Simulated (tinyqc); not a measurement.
Electron-beam lithography: double-Gaussian proximity function, edge placement and dose correction for parallel lines: one step, computed by the program tinyqc.

Lines are infinitely long. Absorbed energy is counted so that the middle of a very large area written at dose 1 receives 1; the resist develops where it exceeds 1/2.

Question. Dose correction. Uncorrected edge energies are M 1. Solve M d = 1/2 for the doses d that put the mean edge energy of every line at the threshold.

M, rows 1, 2, 3, 4, 5:
```
[[0.4486803, 0.0028814, 0.0459089, 0.0004595, 0.0000798],
 [0.1082475, 0.3414749, 0.0789964, 0.0009147, 0.0001737],
 [0.0420599, 0.0020264, 0.4573691, 0.0032427, 0.0018995],
 [0.0102849, 0.0007570, 0.1127661, 0.3422585, 0.0034829],
 [0.0013563, 0.0001324, 0.0521645, 0.0032065, 0.3426399]]
```

Give: edge energies at dose 1; corrected doses; largest over smallest dose.

Answer.

edge energies at dose 1: 1 0.4980, 2 0.5298, 3 0.5066, 4 0.4695, 5 0.3995

corrected doses: 1 1.007, 2 0.914, 3 0.983, 4 1.091, 5 1.295

largest over smallest dose = 1.417
